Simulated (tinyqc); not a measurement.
# Transfer length from front and end resistance

Problem. A contact of length d and width W has Rc = (Rsh Lt/W) coth(d/Lt) and Re = (Rsh Lt/W)/sinh(d/Lt), with Rsh the sheet resistance under the metal and Lt = sqrt(rc/Rsh). Find Lt, Rsh and rc.

Values chosen for this exercise: contact length d = 0.28 um; contact width W = 2 um.

Rc = 58.099698 ohm
Re = 3.9465071 ohm

Answer. Rc/Re = cosh(d/Lt) gives Lt, and Re then gives Rsh.

Lt = 0.08281 um
Rsh = 1400 ohm/sq
rc = 9.600e-8 ohm cm^2

tinyqc, about 0.01 s, one thread, Intel Xeon 2.30GHz (shared host): `OMP_NUM_THREADS=1 python tinyqc.py 2760083 2760084 out.jsonl`
